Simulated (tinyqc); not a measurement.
Buckled dimers of a reconstructed (001) surface, two dangling bonds a dimer: one step. The bands on the mesh.

In a dimer one atom moves up by z and the other down by z; the dangling bond of the up atom (more s-like) falls by gm z and that of the down atom rises by gm z. With all dimers tilted alike: H(k) = [[-gm z - 2 ta cos k, -tp - 2 tx cos k], [., gm z - 2 ta cos k]], k along the row in 1/a. Two electrons a dimer fill the lowest N of the 2N levels on the mesh k_j = (j + 1/2) pi/N. Total energy a dimer: W(z) = (2/N) sum of the filled levels + kf z^2. Repulsion between electrons is left out.

Parameters, chosen for this exercise (of the size met on Si(001); shifted at random, so the results belong to these values and not to a real crystal): tp = 0.35 eV (pi coupling inside a dimer); ta = 0.06 eV (coupling between like atoms along the row); tx = 0.06 eV (diagonal coupling along the row); gm = 1.72 eV/angstrom (shift of a dangling bond with height); kf = 5 eV/angstrom^2 (force constant of buckling); z = 0.23 angstrom (a trial buckling); N = 8 (k points).

Problem. Both levels at each k_j for the trial z, and W(z).

Give: a table of j, k (pi/a), lower, upper; band energy; elastic energy; W.

Solution.

Levels (eV):

| j | k (pi/a) | lower | upper |
|---|---|---|---|
| 0 | 0.0625 | -0.7303 | 0.4949 |
| 1 | 0.1875 | -0.6988 | 0.4992 |
| 2 | 0.3125 | -0.6412 | 0.5079 |
| 3 | 0.4375 | -0.5674 | 0.5206 |
| 4 | 0.5625 | -0.4896 | 0.5364 |
| 5 | 0.6875 | -0.4199 | 0.5533 |
| 6 | 0.8125 | -0.3683 | 0.5679 |
| 7 | 0.9375 | -0.3411 | 0.5765 |

band energy = -1.0641 eV
elastic energy = 0.2645 eV
W = -0.7996 eV

The lower band is full and the upper empty.

Program tinyqc; command `OMP_NUM_THREADS=1 python tinyqc.py 1452348 1452349 out.jsonl`; about 0.02 s on one thread of a shared Intel(R) Xeon(R) Processor @ 2.30GHz.
